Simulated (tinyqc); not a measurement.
# Radius, Mott density and mass from the binding energy

Question. A donor has the isolated binding energy E0 = cc Ry, Ry = (m0 q^3/(8 eps0^2 h^2)) me/eps_r^2 in eV, radius a = q/(8 pi eps0 eps_r E0) and Mott density (0.26/a)^3. Find a, the Mott density and me.

Parameters, values chosen for the exercise: relative permittivity eps_r = 9.63; ratio of the true binding energy to the hydrogenic one cc = 1.

Constants: q = 1.602176634e-19 C, eps0 = 8.8541878128e-12 F/m, h = 6.62607015e-34 J s, m0 = 9.1093837015e-31 kg. Results are converted to the units shown.

E0 = 29.049141 meV

Solution. Each follows directly from E0.

a = 2.574 nm
Mott density = 1.031e18 cm^-3
me = 0.1980 m0

tinyqc, about 0.01 s, one thread, Intel Xeon 2.30GHz (shared host): `OMP_NUM_THREADS=1 python tinyqc.py 2330057 2330058 out.jsonl`
